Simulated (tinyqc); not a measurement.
Inside a calculation. Method: CIS on RHF in the sto-3g basis, for BeH2, spin multiplicity 1. One step of it, computed by the program tinyqc.

Task: Iteration 1: building the Fock matrix. J_ij = sum D_kl (ij|kl), K_ij = sum D_kl (ik|jl); F = H + J - 0.5 K; E = tr D H + tr D J / 2 - 0.25 tr D K + E_nn.

D at the start:
```
            1Be 1s     1Be 2s   1Be 2px    1Be 2py   1Be 2pz      2H 1s      3H 1s
1Be 1s    2.153731  -0.520287  0.000000  -0.000534  0.000000  -0.027539  -0.029353
1Be 2s   -0.520287   2.034731  0.000000   0.001960  0.000000   0.132231   0.134427
1Be 2px   0.000000   0.000000  0.000000   0.000000  0.000000   0.000000   0.000000
1Be 2py  -0.000534   0.001960  0.000000   0.003563  0.000000   0.039931  -0.039119
1Be 2pz   0.000000   0.000000  0.000000   0.000000  0.000000   0.000000   0.000000
2H 1s    -0.027539   0.132231  0.000000   0.039931  0.000000   0.883874   0.010304
3H 1s    -0.029353   0.134427  0.000000  -0.039119  0.000000   0.010304   0.891981
```

core Hamiltonian H = T + V (hartree):
```
            1Be 1s     1Be 2s    1Be 2px    1Be 2py    1Be 2pz      2H 1s      3H 1s
1Be 1s   -8.613975  -2.126080   0.000000  -0.001113   0.000000  -0.512997  -0.460502
1Be 2s   -2.126080  -2.809796   0.000000  -0.005758   0.000000  -1.211213  -1.143258
1Be 2px   0.000000   0.000000  -2.270128   0.000000   0.000000   0.000000   0.000000
1Be 2py  -0.001113  -0.005758   0.000000  -2.485739   0.000000  -1.271035   1.219687
1Be 2pz   0.000000   0.000000   0.000000   0.000000  -2.270128   0.000000   0.000000
2H 1s    -0.512997  -1.211213   0.000000  -1.271035   0.000000  -2.163101  -0.095191
3H 1s    -0.460502  -1.143258   0.000000   1.219687   0.000000  -0.095191  -2.113529
```

Two-electron integrals (ij|kl) in chemists' order, unique and non-zero (hartree):
```
(11|11) 2.298831    (21|11) 0.392036    (21|21) 0.079539    (22|11) 0.570988
(22|21) 0.143041    (22|22) 0.417683    (31|31) 0.014607    (32|31) 0.021888
(32|32) 0.092265    (33|11) 0.569578    (33|21) 0.143083    (33|22) 0.417589
(33|33) 0.449859    (41|41) 0.014607    (42|41) 0.021888    (42|42) 0.092265
(43|43) 0.024249    (44|11) 0.569578    (44|21) 0.143083    (44|22) 0.417589
(44|33) 0.401360    (44|44) 0.449859    (51|51) 0.014607    (52|51) 0.021888
(52|52) 0.092265    (53|53) 0.024249    (54|54) 0.024249    (55|11) 0.569578
(55|21) 0.143083    (55|22) 0.417589    (55|33) 0.401360    (55|44) 0.401360
(55|55) 0.449859    (61|11) 0.092359    (61|21) 0.018725    (61|22) 0.033936
(61|33) 0.033690    (61|41) 0.001672    (61|42) 0.003136    (61|44) 0.034445
(61|55) 0.033690    (61|61) 0.004627    (62|11) 0.211515    (62|21) 0.053696
(62|22) 0.169243    (62|33) 0.162979    (62|41) 0.007054    (62|42) 0.042149
(62|44) 0.181619    (62|55) 0.162979    (62|61) 0.013977    (62|62) 0.099661
(63|31) 0.005089    (63|32) 0.023410    (63|43) 0.007423    (63|63) 0.009531
(64|11) 0.222517    (64|21) 0.057207    (64|22) 0.189186    (64|33) 0.177979
(64|41) 0.011523    (64|42) 0.065811    (64|44) 0.211406    (64|55) 0.177979
(64|61) 0.015612    (64|62) 0.127071    (64|64) 0.167899    (65|51) 0.005089
(65|52) 0.023410    (65|54) 0.007423    (65|65) 0.009531    (66|11) 0.377013
(66|21) 0.097475    (66|22) 0.343180    (66|33) 0.318237    (66|41) 0.015499
(66|42) 0.117803    (66|44) 0.392795    (66|55) 0.318237    (66|61) 0.026128
(66|62) 0.253442    (66|64) 0.343961    (66|66) 0.774606    (71|11) 0.082855
(71|21) 0.016801    (71|22) 0.030463    (71|33) 0.030246    (71|41) -0.001491
(71|42) -0.002808   (71|44) 0.030914    (71|55) 0.030246    (71|61) 0.003786
(71|62) 0.010583    (71|64) 0.010835    (71|66) 0.018928    (71|71) 0.003723
(72|11) 0.198249    (72|21) 0.050376    (72|22) 0.159896    (72|33) 0.153867
(72|41) -0.006604   (72|42) -0.040244   (72|44) 0.171810    (72|55) 0.153867
(72|61) 0.011060    (72|62) 0.050112    (72|64) 0.050779    (72|66) 0.094527
(72|71) 0.011771    (72|72) 0.090558    (73|31) 0.004662    (73|32) 0.021727
(73|43) -0.006998   (73|63) 0.003776    (73|73) 0.008407    (74|11) -0.211733
(74|21) -0.054467   (74|22) -0.181321   (74|33) -0.170574   (74|41) 0.010742
(74|42) 0.062672    (74|44) -0.202631   (74|55) -0.170574   (74|61) -0.011518
(74|62) -0.051811   (74|64) -0.050441   (74|66) -0.096353   (74|71) -0.013310
(74|72) -0.116891   (74|74) 0.155927    (75|51) 0.004662    (75|52) 0.021727
(75|54) -0.006998   (75|65) 0.003776    (75|75) 0.008407    (76|11) 0.016135
(76|21) 0.003991    (76|22) 0.011261    (76|33) 0.011088    (76|41) -0.000008
(76|42) -0.000063   (76|44) 0.011603    (76|55) 0.011088    (76|61) 0.000949
(76|62) 0.004649    (76|64) 0.005265    (76|66) 0.009648    (76|71) 0.000855
(76|72) 0.004460    (76|74) -0.005151   (76|76) 0.000309    (77|11) 0.364709
(77|21) 0.094354    (77|22) 0.335377    (77|33) 0.311053    (77|41) -0.014624
(77|42) -0.114647   (77|44) 0.383761    (77|55) 0.311053    (77|61) 0.020454
(77|62) 0.098147    (77|64) 0.098134    (77|66) 0.186637    (77|71) 0.022641
(77|72) 0.240468    (77|74) -0.329754   (77|76) 0.009648    (77|77) 0.774606
```

nuclear repulsion = 3.17408913 hartree

Give: Coulomb J; exchange K; Fock matrix F; total energy of this density.

Result:

Coulomb J (hartree):
```
         1Be 1s  1Be 2s  1Be 2px  1Be 2py  1Be 2pz   2H 1s    3H 1s
1Be 1s   6.4995  1.2581   0.0000   0.0009   0.0000  0.2983   0.2674
1Be 2s   1.2581  2.6484   0.0000   0.0029   0.0000  1.1091   1.0480
1Be 2px  0.0000  0.0000   2.5963   0.0000   0.0000  0.0000   0.0000
1Be 2py  0.0009  0.0029   0.0000   2.7421   0.0000  1.2604  -1.2081
1Be 2pz  0.0000  0.0000   0.0000   0.0000   2.5963  0.0000   0.0000
2H 1s    0.2983  1.1091   0.0000   1.2604   0.0000  2.3869   0.0738
3H 1s    0.2674  1.0480   0.0000  -1.2081   0.0000  0.0738   2.3485
```

exchange K (hartree):
```
         1Be 1s  1Be 2s  1Be 2px  1Be 2py  1Be 2pz   2H 1s    3H 1s
1Be 1s   4.7123  0.8307   0.0000   0.0025   0.0000  0.2189   0.1959
1Be 2s   0.8307  1.1309   0.0000   0.0105   0.0000  0.6399   0.6078
1Be 2px  0.0000  0.0000   0.2251   0.0000   0.0000  0.0000   0.0000
1Be 2py  0.0025  0.0105   0.0000   0.5502   0.0000  0.4326  -0.4156
1Be 2pz  0.0000  0.0000   0.0000   0.0000   0.2251  0.0000   0.0000
2H 1s    0.2189  0.6399   0.0000   0.4326   0.0000  0.9783   0.1362
3H 1s    0.1959  0.6078   0.0000  -0.4156   0.0000  0.1362   0.9614
```

Fock matrix F (hartree):
```
          1Be 1s   1Be 2s  1Be 2px  1Be 2py  1Be 2pz    2H 1s    3H 1s
1Be 1s   -4.4707  -1.2833   0.0000  -0.0015   0.0000  -0.3241  -0.2910
1Be 2s   -1.2833  -0.7269   0.0000  -0.0081   0.0000  -0.4220  -0.3992
1Be 2px   0.0000   0.0000   0.2136   0.0000   0.0000   0.0000   0.0000
1Be 2py  -0.0015  -0.0081   0.0000  -0.0187   0.0000  -0.2269   0.2194
1Be 2pz   0.0000   0.0000   0.0000   0.0000   0.2136   0.0000   0.0000
2H 1s    -0.3241  -0.4220   0.0000  -0.2269   0.0000  -0.2653  -0.0894
3H 1s    -0.2910  -0.3992   0.0000   0.2194   0.0000  -0.0894  -0.2457
```

total energy of this density = -15.366619 hartree

This density is the starting one; it is not idempotent, so its energy is not variational and may lie below the converged one.
